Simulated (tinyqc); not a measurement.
Worked calculation: conductance of a narrow metal strip with scatterers (square lattice, Green functions). Values are carried at full precision from step to step, so a last printed digit may differ when a step is redone from the rounded ones.

A strip of W sites across with hard walls, site energy 0 and hopping -t. Mode n = 1 to W has profile chi_n(j) = sqrt(2/(W + 1)) sin(n j pi/(W + 1)) and energy en = -2t cos(n pi/(W + 1)); E = en - 2t cos(kn a). With z_n = exp(i kn a) (Im k > 0 for closed modes, |z| < 1) each lead gives the self-energy -t z_n in mode n. One column carries the site energies v, here a notch at the edge (a site raised out of reach). In the mode basis V_nm = sum_j chi_n(j) v_j chi_m(j), G = (E - en + 2 t z_n - V)^-1, and t_nm = 2t sqrt(sin(kn a) sin(km a)) G_nm in size for open modes. T = sum |t_nm|^2, conductance (2e^2/h) T.

Constants: e^2/h = 3.874045865e-05 S.

Inputs chosen for the exercise (hopping and spacing of the size met in Cu or Al; the lattice is a model; shifted at random, so the results belong to these values and not to a real crystal): t = 1 eV (hopping); a = 2.57 angstrom (spacing); W = 4 (sites across); E = -1.54 eV (Fermi energy); v = (50, 0, 0, 0) eV (site energies in the scattering column).

## Modes at the Fermi energy

For each n: en, cos(kn a) = (en - E)/(2t), z_n and the velocity 2 t a sin(kn a) (zero if closed).

Modes:
```
n  en (eV)  cos(k a)                  z  dE/dk (eV angstrom)
1  -1.6180  -0.03902  -0.03902+0.99924i               5.1361
2  -0.6180   0.46098   0.46098+0.88741i               4.5613
3   0.6180   1.07902            0.67371               0.0000
4   1.6180   1.57902            0.35701               0.0000
```

2 of 4 modes are open, so the clean strip has a resistance of 6453 ohm, whatever its length.

## The scatterer in the mode basis

Form V_nm.

V (eV):
```
         n=1      n=2      n=3      n=4
n=1   6.9098  11.1803  11.1803   6.9098
n=2  11.1803  18.0902  18.0902  11.1803
n=3  11.1803  18.0902  18.0902  11.1803
n=4   6.9098  11.1803  11.1803   6.9098
```

A single site couples every mode that has amplitude on it.

## Green function and transmission

E - en + 2 t z_n = 2t (z_n - cos(kn a)). Invert, form |t_nm|^2 = (2t)^2 Im(z_n) Im(z_m) |G_nm|^2 and sum. The added resistance is 1/(2 (e^2/h) T) less the same for the clean strip.

G (1/eV):
```
                 n=1              n=2              n=3              n=4
n=1  -0.0520-0.4732i  -0.0947+0.0495i   0.1083+0.2074i   0.0222+0.0425i
n=2  -0.0947+0.0495i  -0.1726-0.4733i   0.1973+0.3779i   0.0404+0.0775i
n=3   0.1083+0.2074i   0.1973+0.3779i  -0.4062-0.4320i   0.1696-0.0886i
n=4   0.0222+0.0425i   0.0404+0.0775i   0.1696-0.0886i  -0.3744-0.0182i
```

|t_nm|^2:
```
        n=1     n=2  n=3  n=4
n=1  0.9052  0.0405    0    0
n=2  0.0405  0.7995    0    0
n=3       0       0    0    0
n=4       0       0    0    0
```

T = 1.7858
added resistance = 774 ohm

Mode 2 passes least (0.840) and mode 1 most (0.946); 4.5 % of the transmitted flux changes mode.

## Checks

- Transmitted plus reflected flux against the number of open modes: both 2.00000.

Program tinyqc; command `OMP_NUM_THREADS=1 python tinyqc.py 1480782 1480783 out.jsonl`; about 0.01 s on one thread of a shared Intel(R) Xeon(R) Processor @ 2.30GHz.
